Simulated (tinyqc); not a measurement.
Inside a calculation. Model: strained alloy layer of InP and GaP on (001) GaAs, model-solid band line-up.

Program tinyqc, `OMP_NUM_THREADS=1 python tinyqc.py 2690132 2690133 out.jsonl`; Intel Xeon 2.30GHz, shared host, one thread, about 0.01 s. Printed values are rounded.

The layer is x parts of the first compound and 1 - x of the second, grown coherently on the third as substrate and barrier. Rows of the table: lattice constant a, average valence level Ea on an absolute scale, spin-orbit splitting so, gaps at Gamma, X and L, hydrostatic deformation potentials av and ac (Gamma), shear potential b, elastic constants, electron and heavy-hole (along z) masses. All are interpolated linearly in x; gaps get -C x (1 - x), taken wholly in the conduction band; real line-ups can differ from this model by 0.1 eV or more.

Values chosen for this exercise: fraction of the first compound in the layer x = 0.47; bowing of the Gamma gap CG = 0.65 eV; bowing of the X gap CX = 0.2 eV; bowing of the L gap CL = 1.03 eV.

Range of the model: The X or L gap of the relaxed alloy lies near or below the Gamma gap, so the Gamma edge computed here may not be the lowest conduction edge.

## Relaxed alloy and strain

Binary compounds, values chosen for the exercise:
```
              close to InP  close to GaP  close to GaAs
a (angstrom)         5.869         5.451          5.653
Ea (eV)              -7.04          -7.4          -6.92
so (eV)               0.11        0.0803          0.335
EG (eV)               1.35          2.81           1.43
EX (eV)               2.17          2.25            1.9
EL (eV)               1.92          2.57           1.69
av (eV)               1.27          1.71           1.15
ac (eV)              -5.05         -7.06          -7.27
b (eV)                -1.7         -1.77          -1.69
c11 (GPa)             99.6           139            118
c12 (GPa)             55.8          62.3             54
me (m0)             0.0801         0.131         0.0662
mh (m0)              0.534         0.333          0.347
```

In-plane strain e = (a_substrate - a)/a, e_z = -2 (c12/c11) e, volume change 2 e + e_z.

a = 5.647460 angstrom
Gamma gap = 1.961885 eV
X gap = 2.162580 eV
L gap = 2.007927 eV
e = 0.09809720 %
e_z = -0.09647530 %
volume change = 0.09971910 %

The relaxed alloy has its lowest gap at Gamma (direct). The layer is under tensile in-plane strain.

## Band edges and offsets

In-plane strain e = (a_substrate - a)/a, e_z = -2 (c12/c11) e, volume change 2 e + e_z. With v = 2 e + e_z and d = 2 b (e_z - e): Eav = Ea + av v; E_hh = Eav + so/3 - d/2; E_lh = Eav - so/6 + d/4 + sqrt(so^2 + so d + 9 d^2/4)/2; E_c = Ea + so/3 + EG + ac v (Gamma). Substrate: E_v = Ea + so/3, E_c = E_v + EG. Well depths: dEc = E_c(substrate) - E_c, dEhh = E_hh - E_v(substrate), dElh likewise; strained Gamma gap E_c - max(E_hh, E_lh); positive values confine carriers in the layer.

d = 0.006759838 eV
E_hh = -7.201261 eV
E_lh = -7.194268 eV
E_c = -5.243593 eV
strained Gamma gap = 1.950675 eV
dEc = -0.1347399 eV
dEhh = -0.3929279 eV
dElh = -0.3859347 eV

The light-hole band lies on top, by 6.99 meV. At Gamma the line-up is type I, the layer is a barrier for both carriers.

## Critical thickness

In-plane strain e = (a_substrate - a)/a. Matthews-Blakeslee for 60-degree dislocations in a single layer: hc = k (ln(hc/bv) + 1), k = bv (1 - nu/4)/(4 pi |e| (1 + nu)), nu = c12/(c11 + c12), bv = a/sqrt(2); the larger root.

nu = 0.3296388
bv = 0.3993357 nm
hc = 155.7312 nm

The layer, Lw = 6 nm, is thinner than hc, so it stays coherent by this criterion.
